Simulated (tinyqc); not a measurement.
Inside a calculation. Model: composition and strain of an epitaxial Si(1-x)Ge(x) layer from Raman and X-ray peaks. Computed by tinyqc, a small Python program that keeps every step. Command: `OMP_NUM_THREADS=1 python tinyqc.py 3002468 3002469 out.jsonl epiraman walk`. One thread of a shared host (Intel(R) Xeon(R) Processor @ 2.30GHz), about 0.01 s of CPU time with the checks. Intermediate numbers are printed to about 7 digits and carried at full precision; extremes and crossings named in words are read from the listed rows.

A (001) layer, biaxially strained in the plane. The Raman peaks follow empirical lines omega = w0 + c1 x + c3 x^3 + b eps (c3 for Si-Ge alone), with eps the in-plane strain.

Inputs (values chosen for the exercise, modelled on silicon-germanium):

| quantity | value | unit |
|---|---|---|
| Ge fraction x | 0.4 | - |
| degree of relaxation R | 0 | - |
| Ge fraction y of the buffer | 0.58 | - |
| lattice constant of Si | 5.431 | angstrom |
| lattice constant of Ge | 5.658 | angstrom |
| bowing B | 0.025 | angstrom |
| 2 C12/C11 of Si | 0.772 | - |
| 2 C12/C11 of Ge | 0.754 | - |
| Si-Si: w0 | 520.4 | 1/cm |
| Si-Si: c1 | -70.1 | 1/cm |
| Si-Si: strain coefficient b | -762 | 1/cm |
| Si-Ge: w0 | 399.7 | 1/cm |
| Si-Ge: c1 | 25.5 | 1/cm |
| Si-Ge: c3 | -34.3 | 1/cm |
| Si-Ge: strain coefficient b | -578 | 1/cm |
| Ge-Ge: w0 | 280.5 | 1/cm |
| Ge-Ge: c1 | 19.7 | 1/cm |
| Ge-Ge: strain coefficient b | -443 | 1/cm |
| uncertainty of a Raman peak | 0.3 | 1/cm |
| X-ray wavelength | 1.540598 | angstrom |

Substrate: relaxed alloy buffer. Pair of peaks used: Si-Ge and Ge-Ge.

## Lattice constants and strain

Relaxed lattice constant a(x) = a_Si + (a_Ge - a_Si) x - B x (1 - x). In-plane constant a_par = a_sub + R (a(x) - a_sub); eps = a_par/a(x) - 1; eps_perp = -(2 C12/C11) eps with 2 C12/C11 linear in x; a_perp = a(x) (1 + eps_perp). The buffer has a_sub = a(y).

relaxed constant a(x) = 5.5158 angstrom

substrate constant a_sub = 5.55657 angstrom

a_par = 5.55657 angstrom

in-plane strain eps = 7.391494 per mille

strain along the normal = -5.653014 per mille

a_perp = 5.484619 angstrom

The layer is under tension in the plane and is shortened along the normal.

## Raman peaks

Insert x and eps in the three lines; the strain part is b eps.

Si-Si peak = 486.7277 1/cm

Si-Ge peak = 403.4325 1/cm

Ge-Ge peak = 285.1056 1/cm

strain parts (1/cm): Si-Si -5.632318, Si-Ge -4.272283, Ge-Ge -3.274432

Read as unstrained, the Si-Si peak would give x = 0.480 in place of 0.4.

## X-ray (004) reflection

Bragg angle theta = arcsin(2 lambda/a) for (004), for the substrate with a_sub and the layer with a_perp; separation in arc seconds.

theta of the substrate = 33.67725 degree

theta of the layer = 34.17958 degree

separation, layer less substrate = 1808.377 arcsec

## Back from two peaks to composition and strain

Unknowns x and eps (per mille). Newton steps: J d = (measured - model), J = [d omega/dx, d omega/d eps] for the two peaks; start at x = 0.5, eps = 0; stop when |d| < 1e-9. The peaks are rounded to 0.001 per cm; R = (a(x)(1 + eps) - a_sub)/(a(x) - a_sub).

peaks used (1/cm): Si-Ge 403.433, Ge-Ge 285.106

Iterations:

| step | x | eps (per mille) | residual 1 (1/cm) | residual 2 (1/cm) |
|---|---|---|---|---|
| 0 | 0.5000000 | 0.000000 | -4.729500e+00 | -5.244 |
| 1 | 0.4185233 | 8.214243 | 3.229960e-01 | 0.000 |
| 2 | 0.4008031 | 7.426232 | 1.333217e-02 | 0.000 |
| 3 | 0.4000064 | 7.390802 | 2.616273e-05 | 0.000 |
| 4 | 0.4000048 | 7.390732 | 1.013518e-10 | 0.000 |

recovered x = 0.4000048

recovered eps = 7.390732 per mille

recovered R = 0

## Which pair of peaks is best

For each pair invert J = [d omega/dx, d omega/d eps] at the true x. Independent errors of the given size in both peaks give sigma_x and sigma_eps = uncertainty x (norm of the rows of the inverse of J).

Error propagation:

| pair | det J | sigma_x | sigma_eps (per mille) |
|---|---|---|---|
| Si-Si and Si-Ge | 47.40323 | 0.006052841 | 0.4473111 |
| Si-Si and Ge-Ge | 46.0657 | 0.005740162 | 0.4742065 |
| Si-Ge and Ge-Ge | 7.383652 | 0.02958860 | 0.8805996 |

The pair Si-Si and Ge-Ge fixes x best (sigma_x = 0.0057) and Si-Ge and Ge-Ge worst (0.030), a factor 5.2. Strain moves all peaks the same way, so a good pair needs different ratios of composition slope to strain coefficient, best of opposite sign; the slopes here are -70.1, 9.0 and 19.7 per cm for Si-Si, Si-Ge and Ge-Ge. Errors in the coefficients themselves are not counted.

## Relaxation at fixed composition

(004) Bragg angle theta = arcsin(2 lambda/a), with a = a_perp for the layer and a_sub for the substrate; separation = layer less substrate. The apparent x is the one that a fully strained layer (R = 0) would need to give the same a_perp.

Signatures:

| R | eps (per mille) | Si-Si (1/cm) | Ge-Ge (1/cm) | a_perp (angstrom) | (004) separation (arcsec) | apparent x if R = 0 is assumed |
|---|---|---|---|---|---|---|
| 0.00 | 7.391494 | 486.7277 | 285.1056 | 5.484619 | 1808.377 | 0.4000000 |
| 0.15 | 6.282769 | 487.5725 | 285.5967 | 5.489296 | 1689.055 | 0.4119012 |
| 0.30 | 5.174045 | 488.4174 | 286.0879 | 5.493973 | 1569.982 | 0.4237736 |
| 0.50 | 3.695747 | 489.5438 | 286.7428 | 5.500210 | 1411.605 | 0.4395590 |
| 0.70 | 2.217448 | 490.6703 | 287.3977 | 5.506446 | 1253.669 | 0.4552941 |
| 0.85 | 1.108724 | 491.5152 | 287.8888 | 5.511123 | 1135.505 | 0.4670628 |
| 1.00 | 0.000000 | 492.3600 | 288.3800 | 5.515800 | 1017.587 | 0.4788036 |

Full relaxation moves the Si-Si peak by +5.63 per cm and shrinks the X-ray separation to 56 % of its strained value, about 1/(1 + 2 C12/C11). A symmetric reflection alone cannot part x from R: a relaxed layer read as strained gives x = 0.479 in place of 0.4. An asymmetric reflection or a second peak is needed.

Checks made by the program: recovered composition (relative difference 1e-05).
